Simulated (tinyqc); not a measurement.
Correction of a charged-defect supercell by a model charge and potential alignment (plane-averaged potentials). From one set of inputs to another, one input at a time. Computed by tinyqc, a small Python program. Command: `OMP_NUM_THREADS=1 python tinyqc.py 3113388 3113389 out.jsonl align ladder`. One thread of a shared host (Intel(R) Xeon(R) Processor @ 2.30GHz), about 0.02 s of CPU time with the checks.

The "true" defect charge is (1 - x) q in a Gaussian of width sigma plus x q in one of width sigma_t, so the exact answer is known; the correction sees only a single model Gaussian of width sigma_m. A Gaussian of width s has the transform rho(G) = exp(-G^2 s^2/2), normalised to 1. A uniform background cancels q, so G = 0 is left out. Potentials are those felt by a unit positive charge. E_0 is the formation energy of the isolated defect, E_cell its value in the supercell, E_lat = E_iso - E_per of the model charge, C the true less the model potential far from the defect; the exact correction is E_0 - E_cell, and the error of a scheme is E_cell plus its correction less E_0.

The inputs printed are set A. Inputs not listed in the table keep their values of set A, so the rows need not describe a real material.

Inputs (values chosen for the exercise, with screening close to that of GaAs):

| quantity | value | unit |
|---|---|---|
| defect charge q | -3 | e |
| dielectric constant eps | 12.8 | - |
| edge of the cubic cell L | 13.4 | angstrom |
| width sigma of the true defect charge | 1.3 | angstrom |
| width sigma_m of the model charge | 1.1 | angstrom |
| share x of the charge in a wide tail | 0.29 | - |
| width sigma_t of the tail | 2 | angstrom |
| formation energy of the isolated defect E_0 | 3.41 | eV |

Constants: e^2/(4 pi eps_0) = 14.39964548 eV angstrom.

Method:
- Periodic energy E_per = (2 pi q^2/(eps L^3)) (e^2/(4 pi eps_0)) sum_(G != 0) rho(G)^2/G^2, G = (2 pi/L)(n1, n2, n3), |n_i| <= 16. Isolated energy: two Gaussians of charges q_a, q_b and widths a, b interact by q_a q_b (e^2/(4 pi eps_0 eps)) sqrt(2/pi)/sqrt(a^2 + b^2), and the self-energy is half the sum over pairs.
- Supercell value E_cell = E_0 + E_per - E_iso for the true charge.
- E_lat = E_iso - E_per for the model charge; point-charge value alpha q^2 e^2/(4 pi eps_0 eps 2 L) with alpha = 2.837297.
- Plane-averaged potential at distance z from the defect: V(z) = (4 pi q/(eps L^3)) (e^2/(4 pi eps_0 e)) sum_(m != 0) rho(G_m) cos(G_m z)/G_m^2, G_m = 2 pi m/L, |m| <= 40.
- C = difference at z = L/2; E_corr = E_cell + E_lat - q C. For charges that have died out at L/2, C = (2 pi q/(eps L^3)) (e^2/(4 pi eps_0 e)) (<s^2> - sigma_m^2), <s^2> = (1 - x) sigma^2 + x sigma_t^2.

Each row keeps all changes above it:

| input moved | from | to | exact correction (eV) | E_lat (eV) | error without alignment (meV) |
|---|---|---|---|---|---|
| set A | - | - | 1.0095 | 1.0399 | 30.402 |
| width sigma_t of the tail (angstrom) | 2 | 2.6 | 0.9884 | 1.0399 | 51.510 |
| edge of the cubic cell L (angstrom) | 13.4 | 17.5 | 0.7833 | 0.8064 | 23.150 |
| width sigma_m of the model charge (angstrom) | 1.1 | 1.2 | 0.7833 | 0.8037 | 20.420 |
| share x of the charge in a wide tail | 0.29 | 0.23 | 0.7869 | 0.8037 | 16.809 |
| dielectric constant eps | 12.8 | 9.73 | 1.0351 | 1.0573 | 22.112 |
| width sigma of the true defect charge (angstrom) | 1.3 | 1.5 | 1.0284 | 1.0573 | 28.846 |

Exact correction goes from 1.01 to 1.03, a factor 1.019 in all. The largest single move comes from dielectric constant eps (a factor 1.32), and edge of the cubic cell L works against it (a factor 0.792). E_lat goes from 1.04 to 1.06, a factor 1.017 in all. The largest single move comes from dielectric constant eps (a factor 1.32), and edge of the cubic cell L works against it (a factor 0.775). Error without alignment goes from 30.4 to 28.8, a factor 0.949 in all. The largest single move comes from edge of the cubic cell L (a factor 0.449), and width sigma_t of the tail works against it (a factor 1.69). The single moves hold for this order of the switches; the total does not depend on the order.

Extremes, crossings and ranges named in words are read from the listed rows.
